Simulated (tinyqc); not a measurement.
# MOSFET in the linear regime without short-channel effects, parameter extraction from computed curves, step by step

Computed by the program tinyqc: `OMP_NUM_THREADS=1 python tinyqc.py 2210065 2210066 out.jsonl`, one thread of a shared Intel Xeon 2.30GHz, about 0.01 s for the whole run. Printed values are rounded.

Inversion charge Q = Cox n Vt W0(exp((Vg - VT)/(n Vt))), W0 the Lambert function and n = nf; u = Q/Cox; mobility mu = mu0/(1 + th1 u + th2 u^2); channel resistance Rch = (L - dL)/(W mu Q); Id = Vd/(Rch + Rsd/W). Cox = eps0 eox/tox. Small Vd, no channel-length or drain effects.

Values chosen for this exercise; channel values of the order met in silicon transistors: temperature T = 77 K; relative permittivity of the gate insulator (close to silicon dioxide) eox = 3.9; insulator thickness tox = 4.6 nm; low-field mobility mu0 = 390 cm^2/(V s); first mobility attenuation factor th1 = 0.05 1/V; second mobility attenuation factor th2 = 0 1/V^2; threshold voltage VT = 0.66 V; body factor nf = 1.15; gate width W = 10 um; drawn gate length L = 0.051 um; drawn less effective length dL = 0.019 um; source plus drain resistance Rsd = 120 ohm um; drain voltage Vd = 0.05 V.

Constants: q = 1.602176634e-19 C, kB = 1.380649e-23 J/K, Vt = kB T/q, eps0 = 8.8541878128e-14 F/cm where lengths are in cm. Results are converted to the units shown.

## Transfer curve

Vg, point 0 to 10 (V): 0.46  0.56  0.66  0.76  0.86  0.96  1.06  1.16  1.26  1.36  1.46

u, mu, Rch and Id as defined.

```
point        u (V)  mu (cm^2/(V s))   Rch (ohm)      Id (uA)
0      3.15983e-14              390  3.45913e14  1.44545e-10
1       1.55279e-8          390.000   7.03912e8   7.10316e-5
2       0.00432767          389.916     2526.21      19.6989
3        0.0818908          388.410     134.020      342.419
4         0.176050          386.597     62.6324      669.951
5         0.272711          384.754     40.6265      950.092
6         0.370375          382.909     30.0578      1188.84
7         0.468581          381.072     23.8728      1393.81
8         0.567124          379.246     19.8196      1571.36
9         0.665899          377.433     16.9608      1726.47
10        0.764842          375.635     14.8374      1863.07
```

## Threshold and mobility at the peak transconductance

gm_i = (Id_(i+1) - Id_(i-1))/(Vg_(i+1) - Vg_(i-1)); at the point j of largest gm the tangent meets the axis at V_ext = Vg_j - Id_j/gm_j; field-effect mobility gm_j L/(W Cox Vd) with the drawn L.

gm, point 1 to 9 (uS): 98.4946  1712.10  3251.26  3038.37  2594.45  2218.61  1912.58  1663.29  1458.58
j = 3
V_ext = 0.654681 V
field-effect mobility = 441.770 cm^2/(V s)

V_ext is 5.3 mV below the model VT, and the mobility so found is 29 % below mu0 L/(L - dL) = 622 cm^2/(V s), the value for the drawn L; attenuation, series resistance and the slow approach of Q to a straight line all lower the peak gm.

## The Y function

Y_i = Id_i/sqrt(gm_i). For Id = beta Vd x/(1 + th x), x = Vg - VT, Y = sqrt(beta Vd) x whatever th. Slope s from points 6 and 9; VT_Y = Vg - Y/s at point 9; beta = s^2/Vd; mobility beta L/(W Cox) with the drawn L; th* = (beta Vd x/Id - 1)/x at point 9.

Y, point 1 to 9 (uA^0.5 V^0.5): 7.15724e-6  0.476078  6.00527  12.1541  18.6528  25.2397  31.8709  38.5292  45.2058
s = 66.5539 uA^0.5 V^-0.5
VT_Y = 0.680764 V
beta = 88588.4 uA/V^2
mobility from Y = 601.854 cm^2/(V s)
th* = 1.09335 1/V

The mobility from Y is 3.2 % below mu0 L/(L - dL) = 622 cm^2/(V s), which it should reach in deep inversion when th2 = 0. th* compares with th1 + mu0 Cox Rsd/(L - dL) = 1.15 1/V, since series resistance enters like th1.
